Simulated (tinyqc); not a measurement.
Inside a calculation. Method: coherent transport through a tight-binding region between two chains. Computed by tinyqc, a small Python program that keeps every step. Settings: temperature = 4, mu = 0.35. Command: `OMP_NUM_THREADS=1 python tinyqc.py 23517 23518 out.jsonl` (the two numbers bound the seeds that draw the settings). One thread of a shared host (Intel(R) Xeon(R) Processor @ 2.60GHz), about 0.08 s of CPU time with the checks.

## Transmission at E = 0.19 eV

H of the central region (eV):
```
           1          2          3          4          5          6
1   0.000000  -2.270000   0.000000   0.000000   0.000000  -2.270000
2  -2.270000   0.000000  -2.270000   0.000000   0.000000   0.000000
3   0.000000  -2.270000   0.000000  -2.270000   0.000000   0.000000
4   0.000000   0.000000  -2.270000   0.000000  -2.270000   0.000000
5   0.000000   0.000000   0.000000  -2.270000   0.000000  -2.270000
6  -2.270000   0.000000   0.000000   0.000000  -2.270000   0.000000
```

Leads: semi-infinite chains with site energy 0:
```
parameter                           value
lead hopping t (eV)              1.710000
coupling to the left lead (eV)   0.540000
coupling to the right lead (eV)  0.350000
left contact site                       1
right contact site                      6
```

E = 0.190000 eV

Surface Green function g = (E - i sqrt(4 t^2 - E^2)) / (2 t^2); self-energy tc^2 g on each contact site; G = (E - H - Sigma)^(-1); Gamma = -2 Im Sigma; T = Gamma_L Gamma_R |G_LR|^2; local density of states -Im G_ii / pi.

g = 0.032489-0.583892i 1/eV

G (1/eV):
```
                     1                    2                    3                    4
1  -0.027590-0.003632i   0.221243+0.000885i   0.009072+0.003558i  -0.222003-0.001183i
2   0.221243+0.000885i  -0.027341-0.008346i   0.221574-0.000187i   0.008795+0.008362i
3   0.009072+0.003558i   0.221574-0.000187i  -0.027618-0.003542i   0.221267+0.000483i
4  -0.222003-0.001183i   0.008795+0.008362i   0.221267+0.000483i  -0.027315-0.008402i
5   0.009510-0.003459i  -0.222310-0.000513i   0.009098+0.003502i   0.221548+0.000220i
6   0.221207+0.001473i   0.009812-0.008319i  -0.222028-0.000777i   0.008771+0.008384i

                     5                    6
1   0.009510-0.003459i   0.221207+0.001473i
2  -0.222310-0.000513i   0.009812-0.008319i
3   0.009098+0.003502i  -0.222028-0.000777i
4   0.221548+0.000220i   0.008771+0.008384i
5  -0.027642-0.003520i   0.221294+0.000075i
6   0.221294+0.000075i  -0.027294-0.008390i
```

local density of states (1/eV): 0.001156  0.002657  0.001128  0.002675  0.001121  0.002671

transmission = 0.002384

## Transmission across the band

The same steps on a grid of energies.

T(E):
```
E (eV)              T
-3.24900000  5.97e-07
-2.92410000  0.000153
-2.59920000  0.003965
-2.27430000  0.020465
-1.94940000  0.010447
-1.62450000  0.005023
-1.29960000  0.003529
-0.97470000  0.002890
-0.64980000  0.002571
-0.32490000  0.002415
0.00000000   0.002368
0.32490000   0.002415
0.64980000   0.002571
0.97470000   0.002890
1.29960000   0.003529
1.62450000   0.005023
1.94940000   0.010447
2.27430000   0.020465
2.59920000   0.003965
2.92410000   0.000153
3.24900000   5.97e-07
```

levels of the isolated region (eV): -4.540000  -2.270000  -2.270000  2.270000  2.270000  4.540000

## Current

I = (2e/h) int T(E) [f(E - mu - V/2) - f(E - mu + V/2)] dE at 4 K with mu = 0.35 eV, the bias not changing H; 2e^2/h = 77.48092 microsiemens; the integral runs over the band on 4001 points.

Current:
```
V (volt)  I (microampere)
0.010000         0.001875
0.050000         0.009382
0.100000         0.018781
0.200000         0.037570
0.400000         0.075300
0.800000         0.151909
```
